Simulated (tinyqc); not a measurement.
Polycrystalline film, grain-boundary barriers (Seto model): effect of the trap density at a boundary.

One-dimensional grains of size Lg with donors N; each boundary has Qt acceptor-like traps per area at one level Et below the band edge. Trapped electrons qt deplete a width w = qt/N (both sides together) and raise a barrier Vb = q N w^2/(8 eps0 eps_r). Current crosses the barriers by thermionic emission at small bias. Abrupt depletion, full ionisation, Boltzmann statistics.

Partly depleted grains: the density at the grain centre is n0 = N and qt = Qt/(1 + 2 (Nc/N) exp((Vb - Et)/Vt)). If that gives qt >= N Lg, the grains are fully depleted: qt = N Lg, w = Lg and n0 = 2 Nc exp((Vb - Et)/Vt)/(Qt/(N Lg) - 1). Resistivity: barriers rb = Vt exp(Vb/Vt)/(q n0 vc Lg), grain interior rg = (1 - w/Lg)/(q mg N); effective mobility 1/(q N (rb + rg)).

Parameters, values chosen for the exercise; values close to those of polycrystalline silicon: temperature T = 300 K; relative permittivity of the semiconductor eps_r = 11.7; grain size Lg = 20 nm; donor density N = 9e18 cm^-3; mobility inside a grain mg = 110 cm^2/(V s); collection velocity at the barrier vc = 7.6e6 cm/s; conduction-band density of states at T Nc = 2.8e19 cm^-3; trap level below the band edge Et = 0.56 eV.

Constants: q = 1.602176634e-19 C, kB = 1.380649e-23 J/K, Vt = kB T/q, eps0 = 8.8541878128e-14 F/cm where lengths are in cm. Results are converted to the units shown.

The same in every row: n0 (cm^-3) = 9.000e18.

Result of one run:

| Qt (cm^-2) | w/Lg | Vb (V) | resistivity (ohm cm) |
|---|---|---|---|
| 1.2e12 | 0.06667 | 0.003093 | 0.007214 |

What becomes of these results when the trap density at a boundary Qt is changed from 1.2e12 to 3.9e12 cm^-2, all else the same?

Result of the changed run:

| Qt (cm^-2) | w/Lg | Vb (V) | resistivity (ohm cm) |
|---|---|---|---|
| 3.9e12 | 0.2167 | 0.03267 | 0.009113 |

The whole series:

| Qt (cm^-2) | w/Lg | Vb (V) | resistivity (ohm cm) |
|---|---|---|---|
| 3.8e11 | 0.02111 | 3.102e-4 | 0.007365 |
| 5.6e11 | 0.03111 | 6.736e-4 | 0.007319 |
| 8.3e11 | 0.04611 | 0.001480 | 0.007263 |
| 1.2e12 | 0.06667 | 0.003093 | 0.007214 |
| 1.8e12 | 0.1000 | 0.006960 | 0.007218 |
| 2.7e12 | 0.1500 | 0.01566 | 0.007520 |
| 3.9e12 | 0.2167 | 0.03267 | 0.009113 |
| 5.8e12 | 0.3222 | 0.07226 | 0.02358 |

As Qt goes from 3.8e11 to 5.8e12 cm^-2, the barrier rises from 3.10e-4 to 0.0723 V and the resistivity goes from 0.00737 through a minimum of 0.00721 (at Qt = 1.2e12 cm^-2 among the rows listed) to 0.0236 ohm cm. The grains are fully depleted in 0 of the 8 rows. For Qt = 3.8e11 to 3.9e12 cm^-2 the barrier is under 2 Vt, where the depletion and emission pictures are rough. In every row N passes 0.3 Nc, where degeneracy and tunnelling through the thin barriers matter.

Numbers from tinyqc (`OMP_NUM_THREADS=1 python tinyqc.py 2610048 2610049 out.jsonl`; about 0.01 s on one thread of a shared Intel Xeon 2.30GHz).
